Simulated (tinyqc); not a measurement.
Non-parabolicity of the conduction band: eight-band Kane k.p model.

Eight-band Kane model, basis S, X, Y, Z times spin, zero of energy at the top of the unstrained valence band, c = hbar^2/2m0. Within each spin: H_SS = Eg + A c k^2, H_SX = i P kx (likewise Y, Z), H_XX = -Dso/3 + L kx^2 + M (ky^2 + kz^2), H_XY = N kx ky, and cyclic. Spin-orbit term (Dso/3) L.sigma on X, Y, Z with (L_k)_ij = -i epsilon_kij: <X+|H|Y+> = -i Dso/3, <X+|H|Z-> = Dso/3, <Y+|H|Z-> = -i Dso/3, <Z+|H|X-> = -Dso/3, <Z+|H|Y-> = i Dso/3, <X-|H|Y-> = i Dso/3, and their conjugates; + and - are the spin along z. Terms from inversion asymmetry are left out, so every level is twofold.

P = sqrt(Ep c); A = 1/me - Ep (Eg + 2 Dso/3)/(Eg (Eg + Dso)) keeps the electron mass; g1' = g1 - Ep/(3 Eg), g2' = g2 - Ep/(6 Eg), g3' = g3 - Ep/(6 Eg) remove the coupling to S that the Luttinger values already hold; L = -c (g1' + 4 g2'), M = -c (g1' - 2 g2'), N = -6 c g3'.

Constants: hbar^2/2m0 = 3.80998211 eV angstrom^2.

Values chosen for the exercise (near those of InSb; shifted at random, so the results belong to these values and not to a real crystal): Eg = 0.234 eV (gap at Gamma to the s-like level); Dso = 0.815 eV (spin-orbit splitting); Ep = 23.3 eV (Kane energy); me = 0.0134 m0 (electron mass at Gamma); g1 = 34.76 (Luttinger gamma1); g2 = 15.52 (gamma2); g3 = 16.51 (gamma3); kmax = 0.06 1/angstrom (end of the path).

Unstrained, along [110], six points up to kmax. Parabolic: E = c k^2/me. Two-band form: E (1 + alpha E) = c k^2/me with alpha = (1 - me)^2/Eg. The column alpha(k) solves that form for alpha with the eight-band energy. Energies from the conduction edge.

Energies:
```
|k| (1/angstrom)  parabolic (eV)  two-band (eV)  eight-band (eV)  alpha(k) (1/eV)  parabolic / eight-band
0.0100                    0.0284         0.0257           0.0258            3.901                   1.101
0.0200                    0.1137         0.0842           0.0856            3.843                   1.329
0.0300                    0.2559         0.1554           0.1596            3.780                   1.603
0.0400                    0.4549         0.2317           0.2402            3.721                   1.894
0.0500                    0.7108         0.3103           0.3246            3.666                   2.190
0.0600                    1.0236         0.3902           0.4114            3.617                   2.488
```

alpha = 4.160 1/eV

What does the comparison show, and why?

At the last point the parabola lies a factor 2.49 above the eight-band value, and the two-band form 21.2 meV below it. Even the first point is more than 5 % off the parabola. alpha(k) goes from 3.901 to 3.617 1/eV, a spread of 7.3 % over this range; the simple rule gives 4.160, 7 % above the first value, as it knows neither Dso nor the remote terms.

(tinyqc, `OMP_NUM_THREADS=1 python tinyqc.py 1051348 1051349 out.jsonl`, Intel(R) Xeon(R) Processor @ 2.30GHz, 1 thread, shared host, about 0.07 s.)
